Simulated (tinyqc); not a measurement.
Electromigration in a confined line: Blech product, Korhonen stress evolution and Black's law: one step, computed by the program tinyqc. Command: `OMP_NUM_THREADS=1 python tinyqc.py 3029211 3029212 out.jsonl emigr walk`. One thread of a shared host (Intel(R) Xeon(R) Processor @ 2.30GHz), about 0.01 s of CPU time with the checks.

The electron wind pushes atoms from the cathode (x = 0) to the anode (x = L); blocking ends build a back stress (tension positive). The input rho is taken not to change with temperature. d sigma/dt = d/dx [kappa (d sigma/dx + G)], with zero flux at both ends and sigma = 0 at t = 0.

Question. Stress along the line. sigma(x, t) = G L [1/2 - x/L - 4 sum_(m odd) cos(m pi x/L) exp(-m^2 pi^2 s)/(m pi)^2], s = t/tau, summed to m = 399. Steady state: G L (1/2 - x/L). Take x/L = 0, 0.1, 0.2, 0.3, 0.4, 0.6, 0.8 and 1.

Inputs (values chosen for the exercise, close to those used for copper lines): line length L = 20 um; test temperature T = 350 C; time as a fraction of L^2/kappa, s = 0.05.

Start: stress-free.

stress gradient G = 6.237084 MPa/um

Give: Stress (MPa).

Answer.

Stress (MPa):
```
x/L  at time s  steady state
0.0      31.44         62.37
0.1      20.50         49.90
0.2      12.47         37.42
0.3       6.87         24.95
0.4       2.99         12.47
0.6      -2.99        -12.47
0.8     -12.47        -37.42
1.0     -31.44        -62.37
```
